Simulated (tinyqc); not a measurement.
Worked calculation: CCSD on RHF in the 6-31g basis, for H2, spin multiplicity 1. Computed by tinyqc, a small Python program that keeps every step (integrals from PySCF). Settings: charge = 0, multiplicity = 1, basis = 6-31g, method = RHF, energy threshold = 1e-10, iteration cap = 75, orthogonalisation = canonical, start = Wolfsberg-Helmholz matrix, DIIS depth = 6, amplitude equations = CCSD, DIIS depth for amplitudes = 4, cap on updates = 60. Command: `OMP_NUM_THREADS=1 python tinyqc.py 22017 22018 out.jsonl` (the two numbers bound the seeds that draw the settings). One thread of a shared host (Intel(R) Xeon(R) Processor @ 2.60GHz), about 0.2 s of CPU time with the checks. The early iterations of the SCF are left out here.

## One-electron integrals

Geometry (angstrom):
```
atom,x,y,z
H,0.00000,0.00000,0.00000
H,0.00000,0.00000,0.72700
```

Basis 6-31g: exponents (1/bohr^2) and contraction coefficients of normalised primitives:
```
element,l (shell),exponent,coefficient
H,s (1),18.73114,0.03349
H,s (1),2.82539,0.23473
H,s (1),0.64012,0.81376
H,s (2),0.16128,1.00000
```

Overlap, kinetic and nuclear-attraction integrals over the contracted functions; the nuclear repulsion is the sum of Za Zb / Rab.

nuclear repulsion = 0.7278916 hartree

overlap S:
```
,1H 1s,1H 2s,2H 1s,2H 2s
1H 1s,1.00000,0.65829,0.46702,0.51364
1H 2s,0.65829,1.00000,0.51364,0.85882
2H 1s,0.46702,0.51364,1.00000,0.65829
2H 2s,0.51364,0.85882,0.65829,1.00000
```

kinetic energy T (hartree):
```
,1H 1s,1H 2s,2H 1s,2H 2s
1H 1s,1.39568,0.25974,0.24757,0.16890
1H 2s,0.25974,0.24192,0.16890,0.18668
2H 1s,0.24757,0.16890,1.39568,0.25974
2H 2s,0.16890,0.18668,0.25974,0.24192
```

nuclear attraction V (hartree):
```
,1H 1s,1H 2s,2H 1s,2H 2s
1H 1s,-2.36761,-1.18657,-1.07677,-0.95816
1H 2s,-1.18657,-1.17233,-0.95816,-1.04736
2H 1s,-1.07677,-0.95816,-2.36761,-1.18657
2H 2s,-0.95816,-1.04736,-1.18657,-1.17233
```

core Hamiltonian H = T + V (hartree):
```
,1H 1s,1H 2s,2H 1s,2H 2s
1H 1s,-0.97193,-0.92683,-0.82920,-0.78925
1H 2s,-0.92683,-0.93042,-0.78925,-0.86068
2H 1s,-0.82920,-0.78925,-0.97193,-0.92683
2H 2s,-0.78925,-0.86068,-0.92683,-0.93042
```

## Two-electron integrals

Functions are numbered as in S; the eight-fold symmetry (ij|kl) = (ji|kl) = (kl|ij) leaves the list below.

Two-electron integrals (ij|kl) in chemists' order, unique and non-zero (hartree):
```
i,j,k,l,(ij|kl)
1,1,1,1,1.07657
2,1,1,1,0.57847
2,1,2,1,0.32942
2,2,1,1,0.58740
2,2,2,1,0.36130
2,2,2,2,0.45315
3,1,1,1,0.42074
3,1,2,1,0.23898
3,1,2,2,0.25994
3,1,3,1,0.21124
3,2,1,1,0.35237
3,2,2,1,0.21311
3,2,2,2,0.25581
3,2,3,1,0.19497
3,2,3,2,0.19962
3,3,1,1,0.67057
3,3,2,1,0.41182
3,3,2,2,0.50069
3,3,3,1,0.42074
3,3,3,2,0.44495
3,3,3,3,1.07657
4,1,1,1,0.44495
4,1,2,1,0.25423
4,1,2,2,0.28029
4,1,3,1,0.19497
4,1,3,2,0.17719
4,1,3,3,0.35237
4,1,4,1,0.19962
4,2,1,1,0.48369
4,2,2,1,0.29907
4,2,2,2,0.37952
4,2,3,1,0.23244
4,2,3,2,0.23822
4,2,3,3,0.48369
4,2,4,1,0.23822
4,2,4,2,0.33423
4,3,1,1,0.41182
4,3,2,1,0.25337
4,3,2,2,0.31386
4,3,3,1,0.23898
4,3,3,2,0.25423
4,3,3,3,0.57847
4,3,4,1,0.21311
4,3,4,2,0.29907
4,3,4,3,0.32942
4,4,1,1,0.50069
4,4,2,1,0.31386
4,4,2,2,0.41108
4,4,3,1,0.25994
4,4,3,2,0.28029
4,4,3,3,0.58740
4,4,4,1,0.25581
4,4,4,2,0.37952
4,4,4,3,0.36130
4,4,4,4,0.45315
```

## Orthogonalisation

S = U s U^T; canonical form X = U s^(-1/2), so that X^T S X = 1. Each column of U has its largest component positive (the first on a tie).

eigenvalues of S: 0.09356  0.47473  0.58060  2.85111

X:
```
,1,2,3,4
1H 1s,-0.72285,0.78322,0.88147,0.27061
1H 2s,2.19579,-0.66317,0.29018,0.31960
2H 1s,0.72285,0.78322,-0.88147,0.27061
2H 2s,-2.19579,-0.66317,-0.29018,0.31960
```

## Iteration 8 (converged): orbitals

converged F (hartree):
```
,1H 1s,1H 2s,2H 1s,2H 2s
1H 1s,-0.04599,-0.51106,-0.56682,-0.51915
1H 2s,-0.51106,-0.33893,-0.51915,-0.37494
2H 1s,-0.56682,-0.51915,-0.04599,-0.51106
2H 2s,-0.51915,-0.37494,-0.51106,-0.33893
```

Diagonalise F' = X^T F X, C = X C', fill 1 alpha and 1 beta electrons from the bottom; D = 2 C_occ C_occ^T. Each column has its largest component positive (the first on a tie).

F' = X^T F X (hartree):
```
,1,2,3,4
1,0.84017,0.00000,-0.58992,0.00000
2,0.00000,0.76066,0.00000,-0.10316
3,-0.58992,0.00000,0.82367,0.00000
4,0.00000,-0.10316,0.00000,-0.59197
```

orbital energies (hartree): MO1 -0.59980, MO2 0.24194, MO3 0.76848, MO4 1.42190

coefficients C:
```
,MO1,MO2,MO3,MO4
1H 1s,0.32905,0.12008,0.76052,-1.13361
1H 2s,0.26854,1.74838,-0.68543,1.35973
2H 1s,0.32905,-0.12008,0.76052,1.13361
2H 2s,0.26854,-1.74838,-0.68543,-1.35973
```

D after iteration 8:
```
,1H 1s,1H 2s,2H 1s,2H 2s
1H 1s,0.21655,0.17673,0.21655,0.17673
1H 2s,0.17673,0.14423,0.17673,0.14423
2H 1s,0.21655,0.17673,0.21655,0.17673
2H 2s,0.17673,0.14423,0.17673,0.14423
```

## Convergence

Stop when the energy changes by less than 1e-10 hartree and every element of the error matrix X^T (F D S - S D F) X is below 3e-06.

Course of the cycle:
```
iteration,E (hartree),change,largest element of the error matrix
1,-1.1220406,-,1.06e-01
2,-1.1267191,-4.68e-03,1.54e-02
3,-1.1268213,-1.02e-04,3.62e-05
4,-1.1268213,-4.65e-10,1.51e-05
5,-1.1268213,-5.91e-11,9.58e-06
6,-1.1268213,-1.83e-11,7.01e-06
7,-1.1268213,-7.97e-12,5.52e-06
8,-1.1268213,-1.31e-11,5.29e-09
```

PySCF RHF in the same basis = -1.1268213 hartree

Converged in 8 iterations.

## Integrals over molecular orbitals

(pq|rs) = sum C_ip C_jq C_kr C_ls (ij|kl), one index at a time.

one-electron integrals over orbitals h = C^T H C (hartree):
```
,1,2,3,4
1,-1.25492,0.00000,-0.16895,0.00000
2,0.00000,-0.54598,0.00000,0.20773
3,-0.16895,0.00000,-0.18821,0.00000
4,0.00000,0.20773,0.00000,0.22356
```

Two-electron integrals over orbitals (pq|rs), unique and non-zero (hartree):
```
p,q,r,s,(pq|rs)
1,1,1,1,0.65512
2,1,2,1,0.07858
2,2,1,1,0.43325
2,2,2,2,0.38511
3,1,1,1,0.16895
3,1,2,2,0.04904
3,1,3,1,0.11003
3,2,2,1,-0.02047
3,2,3,2,0.03631
3,3,1,1,0.53336
3,3,2,2,0.38041
3,3,3,1,0.11976
3,3,3,3,0.46318
4,1,2,1,-0.07905
4,1,3,2,-0.02023
4,1,4,1,0.13908
4,2,1,1,-0.14339
4,2,2,2,-0.05387
4,2,3,1,-0.07261
4,2,3,3,-0.09718
4,2,4,2,0.06658
4,3,2,1,-0.08124
4,3,3,2,-0.00128
4,3,4,1,0.12259
4,3,4,3,0.12496
4,4,1,1,0.66871
4,4,2,2,0.44195
4,4,3,1,0.20310
4,4,3,3,0.55324
4,4,4,2,-0.16760
4,4,4,4,0.74679
```

## CCSD: starting amplitudes

t_ij^ab = <ij||ab> / (e_i + e_j - e_a - e_b), whose energy is MP2.

Starting amplitudes (spin orbitals 1a, 1b, ...; amplitudes related by a flip of all spins are not repeated):
```
from,to,t
1a 1b,2a 2b,-0.04667
1a 1b,3a 3b,-0.04021
1a 1b,4a 4b,-0.03440
1a 1b,2a 4b,0.02761
```

correlation energy = -0.0172402 hartree

## CCSD: amplitude update 1

t_i^a D_i^a and t_ij^ab D_ij^ab are set to the remaining terms of the spin-orbital equations, evaluated with the old amplitudes; for the doubles these are <ij||ab> + 1/2 <ab||ef> t_ij^ef + 1/2 <mn||ij> t_mn^ab + P(ij)P(ab) <mb||ej> t_im^ae + terms in t^2 + terms with t1, D the orbital-energy denominators.

Amplitudes after update 1 (spin orbitals 1a, 1b, ...; amplitudes related by a flip of all spins are not repeated):
```
from,to,t
1a 1b,2a 2b,-0.06386
1a 1b,3a 3b,-0.04942
1a 1b,4a 4b,-0.04125
1a 1b,2a 4b,0.03834
1a,3a,0.00299
```

correlation energy = -0.0222542 hartree

## CCSD: convergence

E_corr = 1/4 sum <ij||ab> t_ij^ab + 1/2 sum <ij||ab> t_i^a t_j^b; stop when the norm of the change is below 1e-8.

Course of the amplitude iterations:
```
update,correlation energy (hartree),norm of the change
0,-0.0172402,-
1,-0.0222542,5.15e-02
2,-0.0238158,1.82e-02
3,-0.0246377,6.79e-03
4,-0.0246263,4.11e-04
5,-0.0246266,1.82e-05
6,-0.0246265,1.66e-06
7,-0.0246265,4.34e-07
8,-0.0246265,1.13e-07
9,-0.0246265,5.69e-09
```

Converged amplitudes (spin orbitals 1a, 1b, ...; amplitudes related by a flip of all spins are not repeated):
```
from,to,t
1a 1b,2a 2b,-0.07457
1a 1b,3a 3b,-0.05155
1a 1b,2a 4b,0.04490
1a 1b,4a 4b,-0.04314
1a,3a,0.00536
```

CCSD total energy = -1.1514478 hartree

T1 diagnostic, norm of the one-spin t1 over sqrt(correlated electrons) = 0.00379

Converged in 9 updates, with DIIS from the third.
